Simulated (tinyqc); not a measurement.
Gated graphene: carriers, quantum capacitance and optical conductivity, step by step. Values are carried at full precision from step to step, so a last printed digit may differ when a step is redone from the rounded ones.

Cones E = +/- hv |k|, four flavours, D(E) = 2|E|/(pi hv^2). n = (2/pi)(kT/hv)^2 F_1(mu/kT), p = (2/pi)(kT/hv)^2 F_1(-mu/kT), in 1/angstrom^2 (1e16 for 1/cm^2); F_1(eta) = integral_0^infinity x dx/(1 + exp(x - eta)). Cq/e^2 = d(n - p)/d mu = (2 kT/(pi hv^2)) ln(2 + 2 cosh(mu/kT)).

Gate: V = mu/e + e (n - p)/Cox with Cox/e^2 = k/(4 pi e2 t), t in angstrom, e2 = e^2/(4 pi eps0); 1/(eV angstrom^2) in C/e^2 equals 1602.176634 microfarad/cm^2; total 1/C = 1/Cox + 1/Cq.

Constants: kB = 8.617333262e-05 eV/K; e^2/(4 pi eps0) = 14.39964547 eV angstrom; fine-structure constant alpha = 0.007297352564.

Inputs chosen for the exercise (Fermi velocity near that of graphene, gate dielectric near HfO2; not measured data): hv = 6.37 eV angstrom (hbar vF); T = 300 K; k = 17.72 (dielectric constant of the gate layer); t = 2 nm (its thickness); V = 0.04 V (gate voltage from the neutrality point); E = 0.148 eV (photon energy); Gm = 20 meV (intraband damping).

## Chemical potential at the gate voltage

Solve the gate equation for mu.

Cox = 7.845 microfarad/cm^2
mu = 0.0355 eV
n = 2.46e+11 1/cm^2
p = 2.51e+10 1/cm^2

mu takes 88.7 % of the gate voltage; the zero-temperature rule |mu| = hv sqrt(pi |n - p|) gives 0.0531 eV.

## Quantum capacitance

1/(eV angstrom^2) in C/e^2 equals 1602.176634 microfarad/cm^2; 1/C = 1/Cox + 1/Cq.

Cq = 1.186 microfarad/cm^2
C = 1.030 microfarad/cm^2
Cq at mu = 0 = 0.9009 microfarad/cm^2

C is 0.131 of Cox.

## Optical conductivity at one energy

Conductivity over sigma0 = e^2/(4 hbar): interband Re = sinh(E/2kT)/(cosh(mu/kT) + cosh(E/2kT)); intraband Re = (8 kT/pi) ln(2 cosh(mu/2kT)) Gm/(E^2 + Gm^2). A free sheet absorbs about pi alpha_f Re(sigma/sigma0), alpha_f the fine-structure constant (alpha among the constants).

Evaluate both parts and the absorption.

interband = 0.8018
intraband = 0.0538
absorption = 1.962 %

E is above 2|mu| = 0.0710 eV; at this temperature interband transitions are mostly open; the universal value is pi alpha_f = 2.293 %.

## Checks

- Cq/e^2 against the finite difference of n - p (1/(eV angstrom^2)): both 0.0007400.

tinyqc: `OMP_NUM_THREADS=1 python tinyqc.py 1652383 1652384 out.jsonl`; about 0.01 s, one thread, shared Intel(R) Xeon(R) Processor @ 2.30GHz.
